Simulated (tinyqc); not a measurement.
# Metal-interlayer-semiconductor contact, depinning against tunnelling resistance: what changes with what

Zero bias, n-type semiconductor. Gap states at the semiconductor surface thin out as exp(-be ti), which unpins the barrier; electrons must then cross the interlayer (a rectangular barrier, no voltage drop across it) and the parabolic depleted layer, both by WKB. Energies E are counted from the Fermi level; no image force, parabolic bands.

Parameters, values chosen for the exercise; semiconductor values close to those of germanium; interlayer mass of the order of that in strontium titanate, offset chosen freely: temperature T = 300 K; band gap Eg = 0.636 eV; relative permittivity eps_r = 15.4; electron affinity chi = 3.86 eV; conduction-band density of states at T Nc = 1.04e19 cm^-3; tunnelling mass in the semiconductor mt = 0.119 m0; Richardson mass mA = 1.09 m0; donor density Nd = 3.2e19 cm^-3; charge-neutrality level above the valence band E0 = 0.092 eV; pinning factor without interlayer S0 = 0.048; metal work function phiM = 4.34 eV; interlayer thickness ti = 1.9 nm; conduction-band offset of the interlayer above the semiconductor dE = 0.12 eV; tunnelling mass in the interlayer mi = 0.6 m0; decay constant of gap states through the interlayer be = 5.7 1/nm.

Constants: q = 1.602176634e-19 C, kB = 1.380649e-23 J/K, eps0 = 8.8541878128e-12 F/m, hbar = 1.054571817e-34 J s, h = 6.62607015e-34 J s, m0 = 9.1093837015e-31 kg, Vt = kB T/q, hbar^2/(2 m0) = 0.0380998212 eV nm^2. Results are converted to the units shown.

Each table varies one quantity; the others keep the values above.

## Contact resistivity against the interlayer thickness

S = 1/(1 + (1/S0 - 1) exp(-be ti)); phiB = S (phiM - chi) + (1 - S)(Eg - E0); xi = Ec - EF deep inside, from Nd = Nc F(-xi/Vt), F(x) = (2/sqrt(pi)) int_0^infinity sqrt(u) du/(1 + exp(u - x)); band bending U = phiB - xi; E00 = (hbar/2) sqrt(Nd/(eps0 eps_r mt m0)) in volts; A = 4 pi q mA m0 kB^2/h^3. With U = phiB - xi: for xi < E < phiB, y = (E - xi)/U and G1 = (U/E00) [sqrt(1 - y) - y ln((1 + sqrt(1 - y))/sqrt(y))], G1 = 0 above phiB; G2 = 2 ti sqrt(mi max(phiB + dE - E, 0)/C), C = hbar^2/(2 m0); f = 1/(1 + exp(E/Vt)); 1/rho_c = (A T^2/Vt^2) times the integral of exp(-G1 - G2) f over E from xi upwards. Shares under 0.001 % are printed as 0; rows without band bending are left out.

The same in every row: E00/Vt = 3.00.

Contact resistivity against the interlayer thickness:

| ti (nm) | S | phiB (eV) | rho_c (ohm cm^2) | rho_c with G2 = 0 (ohm cm^2) | peak of the integrand (eV) | share above phiB (%) |
|---|---|---|---|---|---|---|
| 0 | 0.0480 | 0.541 | 3.65e-7 | 3.65e-7 | 0.00938 | 0 |
| 0.4 | 0.330 | 0.523 | 3.51e-6 | 2.95e-7 | 0.0133 | 0 |
| 0.8 | 0.828 | 0.491 | 2.49e-5 | 2.02e-7 | 0.0172 | 0.00102 |
| 1.2 | 0.979 | 0.481 | 2.27e-4 | 1.80e-7 | 0.0221 | 0.00599 |
| 1.6 | 0.998 | 0.480 | 0.00230 | 1.78e-7 | 0.0275 | 0.0324 |
| 2 | 1.00 | 0.480 | 0.0232 | 1.77e-7 | 0.0337 | 0.199 |
| 2.4 | 1.00 | 0.480 | 0.224 | 1.77e-7 | 0.0408 | 1.39 |
| 2.8 | 1.00 | 0.480 | 1.91 | 1.77e-7 | 0.0494 | 9.84 |
| 3.2 | 1.00 | 0.480 | 10.0 | 1.77e-7 | 0.600 | 46.3 |

Read the table: what changes, and by how much?

As ti goes from 0 to 3.2, phiB falls from 0.541 to 0.480 eV and rho_c rises from 3.65e-7 to 10.0 ohm cm^2. No thickness listed beats the bare contact: tunnelling through the layer costs more than the change of the barrier gains. The ratio of rho_c to its value with G2 = 0 runs from 1.00 to 5.64e7.

## Contact resistivity against the metal work function

Same model as above.

The same in every row: S = 1.00; E00/Vt = 3.00.

Contact resistivity against the metal work function:

| phiM (eV) | phiB (eV) | rho_c (ohm cm^2) | rho_c with G2 = 0 (ohm cm^2) | peak of the integrand (eV) | share above phiB (%) |
|---|---|---|---|---|---|
| 3.96 | 0.100 | 1.52e-6 | 2.55e-9 | 0.0252 | 34.8 |
| 4.16 | 0.300 | 2.30e-4 | 2.19e-8 | 0.0296 | 2.31 |
| 4.36 | 0.500 | 0.0201 | 2.25e-7 | 0.0323 | 0.0885 |
| 4.56 | 0.700 | 1.33 | 2.46e-6 | 0.0348 | 0.00257 |
| 4.76 | 0.900 | 73.8 | 2.79e-5 | 0.0370 | 0 |
| 4.96 | 1.10 | 3.60e3 | 3.24e-4 | 0.0391 | 0 |

What does the table show?

As phiM goes from 3.96 to 4.96, phiB rises from 0.100 to 1.10 eV and rho_c rises from 1.52e-6 to 3600 ohm cm^2. The ratio of rho_c to its value with G2 = 0 runs from 598 to 1.11e7.

Computed by the program tinyqc: `OMP_NUM_THREADS=1 python tinyqc.py 2270093 2270094 out.jsonl`, one thread of a shared Intel Xeon 2.30GHz, about 0.02 s for the whole run.
